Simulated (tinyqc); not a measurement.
Adsorption as a lattice gas: isotherms with interactions, competition, desorption peaks and saturation dose: one step, computed by the program tinyqc.

One adsorbate per site; a molecule needs 1 empty site. Gas and surface have the same temperature.

Problem. Dose to saturate, flat and in a hole. Without desorption or interaction, 99 % coverage needs the time (N_s/(s0 F)) ln 100. For a round hole of aspect ratio a in molecular flow with unit sticking (Gordon), the time is N_s/F x [1 + (19/4) a + (3/2) a^2]. The larger of the two times is a rough guide.

Inputs (values chosen for the exercise, for a model surface):
```
quantity                                          value    unit
desorption energy E                                1.52      eV
prefactor nu                                    3.7e+13     1/s
site density N_s                                     12  1/nm^2
sticking coefficient s0                          0.0027       -
temperature T                                       506       K
aspect ratio a (depth over diameter) of a hole       10       -
```

Adsorption: molecular (first order).

flux F = 20.01420 1/(nm^2 s)

Give: time on a flat surface; time for the hole.

Solution.

time on a flat surface = 1023 s

time for the hole = 119.0 s

The surface reaction is the slower step. Caution: with k_d = nu exp(-E/(k_B T)) of these inputs desorption is not negligible over the time on a flat surface, so without interaction 99 % coverage is not reached.
